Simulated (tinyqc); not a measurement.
Inside a calculation. Method: UHF in the sto-6g basis, for H4, spin multiplicity 3. This run ends on a higher stationary point, not on the lowest solution. One step of it, computed by the program tinyqc.

Task: Iteration 1: diagonalisation and new density. Diagonalise F' = X^T F X, C = X C', fill 3 alpha and 1 beta electrons from the bottom; D(s) = C_occ C_occ^T. Each column has its largest component positive (the first on a tie).

F(alpha) (hartree):
```
,1H 1s,2H 1s,3H 1s,4H 1s
1H 1s,-0.269094,-0.147501,0.027343,0.043046
2H 1s,-0.147501,-0.269094,0.043046,0.027343
3H 1s,0.027343,0.043046,-0.269094,-0.147501
4H 1s,0.043046,0.027343,-0.147501,-0.269094
```

F(beta) (hartree):
```
,1H 1s,2H 1s,3H 1s,4H 1s
1H 1s,0.130573,-0.030739,0.014318,-0.040727
2H 1s,-0.030739,0.130573,-0.040727,0.014318
3H 1s,0.014318,-0.040727,0.130573,-0.030739
4H 1s,-0.040727,0.014318,-0.030739,0.130573
```

X:
```
,1H 1s,2H 1s,3H 1s,4H 1s
1H 1s,1.042638,-0.170809,-0.026198,-0.003173
2H 1s,-0.170809,1.042638,-0.003173,-0.026198
3H 1s,-0.026198,-0.003173,1.042638,-0.170809
4H 1s,-0.003173,-0.026198,-0.170809,1.042638
```

Give: F' = X^T F X; orbital energies; coefficients C; F' = X^T F X; orbital energies; coefficients C; D(alpha) after iteration 1; D(beta) after iteration 1.

Result:

F' = X^T F X (alpha) (hartree):
```
,1,2,3,4
1,-0.2494,-0.0712,0.0293,0.0456
2,-0.0712,-0.2494,0.0456,0.0293
3,0.0293,0.0456,-0.2494,-0.0712
4,0.0456,0.0293,-0.0712,-0.2494
```

orbital energies (alpha) (hartree): MO1 -0.3955, MO2 -0.2457, MO3 -0.1946, MO4 -0.1619

coefficients C (alpha):
```
,MO1,MO2,MO3,MO4
1H 1s,0.4506,0.4212,0.5952,0.6182
2H 1s,0.4506,0.4212,-0.5952,-0.6182
3H 1s,-0.4506,0.4212,0.5952,-0.6182
4H 1s,-0.4506,0.4212,-0.5952,0.6182
```

F' = X^T F X (beta) (hartree):
```
,1,2,3,4
1,0.1559,-0.0786,0.0234,-0.0486
2,-0.0786,0.1559,-0.0486,0.0234
3,0.0234,-0.0486,0.1559,-0.0786
4,-0.0486,0.0234,-0.0786,0.1559
```

orbital energies (beta) (hartree): MO1 0.0521, MO2 0.1025, MO3 0.1625, MO4 0.3066

coefficients C (beta):
```
,MO1,MO2,MO3,MO4
1H 1s,0.4212,0.4506,0.6182,0.5952
2H 1s,0.4212,0.4506,-0.6182,-0.5952
3H 1s,0.4212,-0.4506,-0.6182,0.5952
4H 1s,0.4212,-0.4506,0.6182,-0.5952
```

D(alpha) after iteration 1:
```
,1H 1s,2H 1s,3H 1s,4H 1s
1H 1s,0.7348,0.0262,0.3287,-0.3799
2H 1s,0.0262,0.7348,-0.3799,0.3287
3H 1s,0.3287,-0.3799,0.7348,0.0262
4H 1s,-0.3799,0.3287,0.0262,0.7348
```

D(beta) after iteration 1:
```
,1H 1s,2H 1s,3H 1s,4H 1s
1H 1s,0.1774,0.1774,0.1774,0.1774
2H 1s,0.1774,0.1774,0.1774,0.1774
3H 1s,0.1774,0.1774,0.1774,0.1774
4H 1s,0.1774,0.1774,0.1774,0.1774
```
